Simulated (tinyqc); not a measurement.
Grain growth, pinning, strength and diffusional creep of a polycrystal or thin film: one step, computed by the program tinyqc.

One mean grain size d describes the structure.

Problem. Mobility and the sizes at which growth stops. M = M0 exp(-Q_m/(k_B T)). The driving pressure is 2 gamma/d. Zener pinning pressure 3 f gamma/(2 r) stops growth at d_Z = 4 r/(3 f). Grooves where boundaries meet the surface have the angle theta = arcsin(gamma/(2 gamma_s)) and are taken to stop growth at d_h = h/(2 theta), a few film thicknesses; the limit is 1/d_lim = 1/d_Z + 1/d_h.

Inputs (values chosen for the exercise, modelled on copper): boundary energy gamma = 0.65 J/m^2; mobility prefactor M0 = 2.3e-06 m^4/(J s); activation energy of boundary motion Q_m = 1.29 eV; anneal temperature T = 639 K; particle volume fraction f = 0.0019; particle radius r = 2.8 nm; film thickness h = 1100 nm; surface energy gamma_s = 1.8 J/m^2.

Sample: thin film on a substrate.

Constants: k_B = 8.617333262e-05 eV/K.

Give: mobility M; Zener size d_Z; groove angle theta; groove limit d_h; limit d_lim.

Solution.

mobility M = 1.5400e-16 m^4/(J s)

Zener size d_Z = 1964.9 nm

groove angle theta = 0.18155 rad

groove limit d_h = 3029.4 nm

limit d_lim = 1191.9 nm

The particles set the tighter limit.
